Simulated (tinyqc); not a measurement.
# Doping and thickness from pinch-off voltage and conductance

Question. A uniform channel has Vp = q Nd a^2/(2 eps0 eps_r) and G0 = q mu Nd a W/L. Find a and Nd.

Inputs (values chosen for the exercise); material values close to those of 4H silicon carbide:
- eps_r = 9.66 (relative permittivity of the semiconductor)
- mu = 630 cm^2/(V s) (low-field mobility at this doping)
- L = 0.5 um (gate length)
- W = 50 um (gate width)

Constants: q = 1.602176634e-19 C, eps0 = 8.8541878128e-14 F/cm where lengths are in cm. Results are converted to the units shown.

Vp = 2.6388729 V
G0 = 8.1254388 mS

Answer. G0 gives the product Nd a and Vp gives Nd a^2; their ratio is a.

a = 350 nm
Nd = 2.30e16 cm^-3

tinyqc, about 0.05 s, one thread, Intel Xeon 2.30GHz (shared host): `OMP_NUM_THREADS=1 python tinyqc.py 2500008 2500009 out.jsonl`
